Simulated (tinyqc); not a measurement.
Scattering of inversion-layer electrons by surface optical phonons of the gate insulator (remote phonon scattering): one step, computed by the program tinyqc. Command: `OMP_NUM_THREADS=1 python tinyqc.py 3112248 3112249 out.jsonl sophonon walk`. One thread of a shared host (Intel(R) Xeon(R) Processor @ 2.30GHz), about 0.02 s of CPU time with the checks.

One subband with the Fang-Howard envelope; insulator and channel are half-spaces, the gate is far away, and an interlayer only moves the polar surface away by t (its own modes and its permittivity contrast are left out).

Problem. Surface modes and strengths. eps(w) = eps_inf + (eps_0s - eps_i) w1^2/(w1^2 - w^2) + (eps_i - eps_inf) w2^2/(w2^2 - w^2). Surface modes solve eps(w) + eps_s = 0, a quadratic in w^2; the strength of a mode is g = 2/(w d eps/dw). Occupation N = 1/(exp(hbar w/(k_B T)) - 1).

Inputs (values chosen for the exercise, modelled on HfO2 on silicon):
```
quantity,value,unit
static constant of the insulator eps_0s,21.4,-
intermediate constant eps_i,6.49,-
optical constant eps_inf,5.08,-
hbar omega_TO1,12.1,meV
hbar omega_TO2,49,meV
constant of the channel eps_s,11.7,-
temperature T,200,K
```

Constants: k_B = 8.617333262e-05 eV/K.

Give: hbar omega_SO; strengths g; occupations N; hbar omega g (2 N + 1).

Solution.

hbar omega_SO (meV): 1 16.29, 2 51.13

strengths g: 1 0.02428, 2 0.00510

occupations N: 1 0.6358, 2 0.0543

hbar omega g (2 N + 1) (meV): 1 0.8984, 2 0.2891

The lower mode has the larger hbar omega g N, the prefactor of absorption before the dependence on q: 0.251 and 0.0142 meV.
